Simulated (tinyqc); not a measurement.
MOSFET in saturation, small-signal circuit and noise: one step of the calculation.

Bias by the inversion coefficient IC = I/Ispec (charge-based model with velocity saturation; weak inversion below 0.1, strong above 10). Common-source circuit: gm, gds, Cgs, Cgd and Cj at the inner nodes, Rg in series with the gate; quasi-static, no source or drain resistance, no gate-body capacitance, no substrate network, no induced gate noise, so fmax is an upper estimate.

Question. Current, transconductance and gain. Ispec = 2 n mu Cox (W/L) Vt^2, lc = Ls/L, gms = [sqrt((lc IC + 1)^2 + 4 IC) - 1]/[2 + lc (lc IC + 1)], gm = gms Ispec/(n Vt), gds = sg gm.

Values chosen for this exercise:
```
symbol  value        unit                     meaning
T         300           K                 temperature
L         350          nm                 gate length
W          40          um            total gate width
Cox      2.15     uF/cm^2            gate capacitance
mu        130  cm^2/(V s)                    mobility
n        1.23                            slope factor
Ls         25          nm  velocity-saturation length
sg      0.013                            ratio gds/gm
IC      0.095                   inversion coefficient
```

Constants: q = 1.602176634e-19 C, kB = 1.380649e-23 J/K, Vt = kB T/q. Results are converted to the units shown.

Find: Ispec; I; gms; gm; gds; gm/I.

Answer.

Ispec = 52.517 uA
I = 4.9891 uA
gms = 0.087125
gm = 0.14389 mS
gds = 0.0018706 mS
gm/I = 28.842 1/V

Numbers from tinyqc (`OMP_NUM_THREADS=1 python tinyqc.py 2150023 2150024 out.jsonl`; about 0.01 s on one thread of a shared Intel Xeon 2.30GHz).
